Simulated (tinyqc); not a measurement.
Deep-level transient spectroscopy: two steps of the calculation.

Schottky contact on an n-type layer with shallow donors Nd (all ionised) and a donor-like deep trap, neutral when filled and positive when empty; depletion approximation. Traps within lam of the depletion edge stay filled. A long pulse to Vp fills the traps beyond x1 = Wp - lam; back at Vr those between x1 and x2 = Wr - lam emit. A rate window reads S = C(t2) - C(t1).

Parameters, values chosen for the exercise; material values close to those of silicon: conduction-band density of states at 300 K Nc = 2.8e19 cm^-3; thermal velocity at 300 K vth = 2.4e7 cm/s; depth of the trap below the conduction edge Et = 0.12 eV; capture cross-section sn = 4.4e-14 cm^2; first sampling time t1 = 10 ms; second sampling time t2 = 50 ms; temperature of the transient T = 61 K.

Constants: q = 1.602176634e-19 C, kB = 1.380649e-23 J/K. Results are converted to the units shown.

Problem 1. Emission rate and rate window. Emission rate en = sn vth(T) Nc(T) exp(-Et/kB T) = sn g T^2 exp(-Et/kB T), g = vth Nc/(300 K)^2, as vth goes as T^0.5 and Nc as T^1.5 (degeneracy factor 1). For an exponential transient S peaks where en = ew = ln(t2/t1)/(t2 - t1).

Find: g; en; 1/en; ew.

Solution 1.

g = 7.467e21 cm^-2 s^-1 K^-2
en = 148.9 1/s
1/en = 6.716 ms
ew = 40.24 1/s

Problem 2. Peak temperature. Fixed-point step for en(T) = ew: T(new) = (Et q/kB)/ln(sn g T^2/ew), g = vth Nc/(300 K)^2.

ew = 40.235948 1/s
T at the start = 300 K

Wanted: T after step 1.

Solution 2.

T after step 1 = 50.97 K

Numbers from tinyqc (`OMP_NUM_THREADS=1 python tinyqc.py 2050096 2050097 out.jsonl`; about 0.01 s on one thread of a shared Intel Xeon 2.30GHz).
